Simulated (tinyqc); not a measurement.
From a target to a composition: model-solid line-up of a strained alloy layer on a substrate.

Problem. A layer of the alloy is strained to the substrate, and its gap (Ec minus the top valence edge) is given. Find x between 0.02 and 0.47, where the gap is monotonic.

All values of the alloy are linear in x but the gap, Eg(x) = (1 - x) Eg_A + x Eg_B - C x (1 - x), and the valence edge, Ev(x) = (1 - x) Ev_A + x Ev_B + fv C x (1 - x); Ec = Ev + Eg. Ev is the top of the unstrained valence band on a scale common to all materials. In the layer only the Gamma valley of the conduction band is followed, also where an X or L valley would lie lower.

Coherent growth on a (001) face: e_par = (a_s - a)/a, e_perp = -2 (C12/C11) e_par; exx = eyy = e_par, ezz = e_perp, no shear.

Strained edges: Ec + ac tr(e); the valence edges are Ev plus the levels of the 6 x 6 matrix of X, Y, Z times spin with -Dso/3 + l exx + m (eyy + ezz) on the diagonal (cyclic), n exy off it, l = av + 2 b, m = av - b, n = sqrt(3) d. Spin-orbit term (Dso/3) L.sigma on X, Y, Z with (L_k)_ij = -i epsilon_kij: <X+|H|Y+> = -i Dso/3, <X+|H|Z-> = Dso/3, <Y+|H|Z-> = -i Dso/3, <Z+|H|X-> = -Dso/3, <Z+|H|Y-> = i Dso/3, <X-|H|Y-> = i Dso/3, and their conjugates; + and - are the spin along z.

Parameters, chosen for this exercise (A near GaSb, B near GaAs, substrate near InAs; shifted at random, so the results belong to these values and not to a real crystal):
- a = (6.089, 5.648) angstrom (lattice constant of A, B)
- Eg = (0.82, 1.527) eV (gap at Gamma to the s-like level of A, B)
- Dso = (0.767, 0.346) eV (spin-orbit splitting of A, B)
- Ev = (-0.03, -0.8) eV (top of the unstrained valence band of A, B)
- ac = (-7.51, -7.15) eV (conduction deformation potential of A, B)
- av = (0.8, 1.17) eV (valence hydrostatic potential of A, B)
- b = (-1.97, -2.02) eV (tetragonal shear potential of A, B)
- d = (-4.72, -4.85) eV (trigonal shear potential of A, B)
- C11 = (88.7, 121.3) GPa (of A, B)
- C12 = (40.8, 57.4) GPa (of A, B)
- C44 = (43.1, 60.8) GPa (of A, B)
- C = 1.537 eV (bowing of the gap)
- fv = 0.75 (share of the bowing taken by the valence edge)
- a_s = 6.056 angstrom (substrate)
- face = 001 (growth face)

strained gap = 0.686028 eV

Find: x; e_par; gap of the relaxed alloy.

Solution. Bisect on x; the strained gap is 0.8246 eV at x = 0.02 and 0.3564 eV at x = 0.47.

x = 0.130
e_par = 0.403 %
gap of the relaxed alloy = 0.738 eV

(tinyqc, `OMP_NUM_THREADS=1 python tinyqc.py 1051192 1051193 out.jsonl`, Intel(R) Xeon(R) Processor @ 2.30GHz, 1 thread, shared host, about 0.01 s.)
